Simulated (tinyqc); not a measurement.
Adding salt: a particle near a wafer in liquid: double-layer and van der Waals forces (DLVO), deposition barrier and removal. Computed by tinyqc, a small Python program. Command: `OMP_NUM_THREADS=1 python tinyqc.py 3112622 3112623 out.jsonl dlvo walk`. One thread of a shared host (Intel(R) Xeon(R) Processor @ 2.30GHz), about 0.01 s of CPU time with the checks.

Sphere and flat wall, Derjaguin approximation, constant potentials in the linear-superposition form, no retardation and no hydration force.

Inputs (values chosen for the exercise, of the order of those for alumina on silica in water):
```
quantity                             value   unit
particle radius R                      320     nm
Hamaker constant A                 1.1e-20      J
potential of the particle psi_1        -30     mV
potential of the wafer psi_2           -62     mV
salt concentration c                 0.011  mol/L
valence z of the symmetric salt          1      -
temperature T                          298      K
dielectric constant of the liquid     78.4      -
```

Constants: e = 1.602176634e-19 C; N_A = 6.02214076e+23 1/mol; eps_0 = 8.8541878128e-12 F/m; k_B = 1.380649e-23 J/K; k_B = 8.617333262e-05 eV/K.

Method:
- kappa^2 = 2 z^2 e^2 N_A (1000 c)/(eps eps_0 k_B T); gamma_i = tanh(z e psi_i/(4 k_B T)); Z = 64 pi eps eps_0 (k_B T/(z e))^2 gamma_1 gamma_2.
- The barrier height is zero when U = 0 and F = 0 together: kappa h = 1 and kappa = 6 Z/(e A), e = 2.718282 here; c follows from kappa^2, with the potentials held fixed.
- U(h) = Z R exp(-kappa h) - A R/(6 h); F(h) = -dU/dh = kappa Z R exp(-kappa h) - A R/(6 h^2), positive for repulsion.
- F = 0 reads x^2 exp(-x) = y with x = kappa h and y = A kappa/(6 Z); the left side peaks at x = 2 with 4/e^2 = 0.5413, so roots exist for smaller y: x < 2 is the barrier, x > 2 the secondary minimum.
- kappa scales as sqrt(c); potentials are held fixed. A dash marks rows without a maximum.

critical concentration = 0.740130 mol/L

kappa = 0.345076 1/nm

Z = 14.1061 pN

Against the concentration:
```
c (mol/L)  Debye length (nm)  barrier at (nm)  barrier (k_B T)  minimum at (nm)  minimum (k_B T)
7.40e-05              35.332           2.2110           966.09       3.6258e+02      -3.5494e-01
7.40e-04              11.173           1.2758           866.98       9.8372e+01      -1.2849e+00
7.40e-03               3.533           0.7539           697.18       2.5687e+01      -4.7875e+00
3.70e-02               1.580           0.5371           515.49       9.6727e+00      -1.2334e+01
1.48e-01               0.790           0.4173           305.24       3.9813e+00      -2.8708e+01
3.70e-01               0.500           0.3685           137.82       2.1146e+00      -5.1498e+01
6.66e-01               0.372           0.3537            21.29       1.3529e+00      -7.6381e+01
1.11e+00               0.288           0.3637           -81.08       8.6073e-01      -1.1014e+02
2.22e+00               0.204                -                -                -                -
```

What does the comparison show, and why?

At low salt the barrier tends to Z R = 1100 k_B T; it is half of that between 0.0074 and 0.037 mol/L and changes sign at 0.74 mol/L, while the secondary minimum deepens to -76 k_B T at 0.9 of that.

Extremes, crossings and ranges named in words are read from the listed rows.
